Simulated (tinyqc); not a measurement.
Zener tunnelling in a reverse-biased junction, two-band WKB: one step of the calculation.

Abrupt p-n junction, depletion approximation. Energies E are counted from the conduction-band edge of the neutral n side; its Fermi level lies at dn, that of the p side at dn - V, and the valence-band edge of the neutral p side at Em = dn + dp - V. Tunnelling needs 0 < E < Em. Two-band dispersion with equal masses m: inside the gap kappa = sqrt(m u (1 - u/Eg)/C), u the distance from a band edge, C = hbar^2/(2 m0).

Problem. Fermi levels and built-in voltage. Nd = Nc F12(dn/Vt), Na = Nv F12(dp/Vt), F12(x) = (2/sqrt(pi)) int_0^infinity sqrt(u)/(1 + exp(u - x)) du; dn = EF - Ec on the n side, dp = Ev - EF on the p side (negative outside the bands); Vbi = Eg + dn + dp.

Parameters, values chosen for the exercise; band and dielectric values those of a made-up semiconductor:
```
symbol,value,unit,meaning
T,350,K,temperature
Eg,0.325,eV,band gap
Nc,1.16e17,cm^-3,conduction-band density of states at 350 K
Nv,9.74e18,cm^-3,valence-band density of states at 350 K
Na,2.3e19,cm^-3,acceptor density
Nd,6.5e18,cm^-3,donor density
```

Constants: q = 1.602176634e-19 C, kB = 1.380649e-23 J/K, Vt = kB T/q. Results are converted to the units shown.

Find: dn; dp; Vbi.

Solution.

dn = 0.5325 eV
dp = 0.05032 eV
Vbi = 0.9079 V

Boltzmann statistics would give dn = 0.121 eV and dp = 0.0259 eV. At zero bias the bands of the two sides overlap by dn + dp.

Range of the model: Parabolic densities of states, no band tails and no gap narrowing, all of which matter at such doping.

Numbers from tinyqc (`OMP_NUM_THREADS=1 python tinyqc.py 2620079 2620080 out.jsonl`; about 0.02 s on one thread of a shared Intel Xeon 2.30GHz).
